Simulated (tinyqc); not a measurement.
Mass anisotropy: shallow donor in an anisotropic valley (effective-mass theory).

One valley: H = -c [(d2/dx2 + d2/dy2)/mt + (d2/dz2)/ml] - q/(eps r), c = hbar^2/2m0, q = e^2/(4 pi eps0). Trial function exp(-sqrt((x^2 + y^2)/a^2 + z^2/b^2)) with a > b: T = (c/3)(2/(mt a^2) + 1/(ml b^2)), V = -(q/eps) atan(u/b)/u, u = sqrt(a^2 - b^2). The central cell of the impurity is left out.

Constants: hbar^2/2m0 = 3.80998211 eV angstrom^2; e^2/(4 pi eps0) = 14.39964547 eV angstrom; Ry = 13.60569312 eV; a0 (Bohr radius) = 0.5291772105 angstrom.

Inputs chosen for the exercise (out of a larger set: near those of 3C SiC; not measured data):
- mt = 0.243 m0 (transverse mass)
- eps = 9.5 (dielectric constant)
- xs = (1.2, 2.1, 3.9, 6.4, 8.1, 19, 43, 230) (ratios ml/mt)

mt and eps fixed, ml varied. Energies in units of Ry*(mt) = Ry mt/eps^2 and lengths in a*(mt) = a0 eps/mt; the last two columns use one mass, 3/(1/ml + 2/mt) or (ml mt^2)^(1/3).

Results:
```
ml/mt   a/a*    b/a  binding  conductivity mass  density-of-states mass
1.20   0.962  0.937    1.062              1.059                   1.063
2.10   0.862  0.768    1.259              1.212                   1.281
3.90   0.774  0.618    1.487              1.330                   1.574
6.40   0.717  0.520    1.672              1.391                   1.857
8.10   0.693  0.479    1.760              1.413                   2.008
19.0   0.623  0.357    2.072              1.462                   2.668
43.0   0.574  0.270    2.349              1.483                   3.503
230    0.508  0.153    2.823              1.497                   6.127
```

What does the comparison show?

The binding grows from 1.06 to 2.82 Ry*(mt); for ml going to infinity the exact problem becomes two-dimensional, with 4 Ry*. The conductivity mass saturates at 1.5 and underbinds, by 17 % at ml/mt = 6.4; the density-of-states mass errs by +11 % there and by +117 % in the last row. With these mt and eps one unit is 36.63 meV.

Run: tinyqc, `OMP_NUM_THREADS=1 python tinyqc.py 1252063 1252064 out.jsonl`; Intel(R) Xeon(R) Processor @ 2.30GHz, one thread, shared host; about 0.01 s of CPU time with all checks.
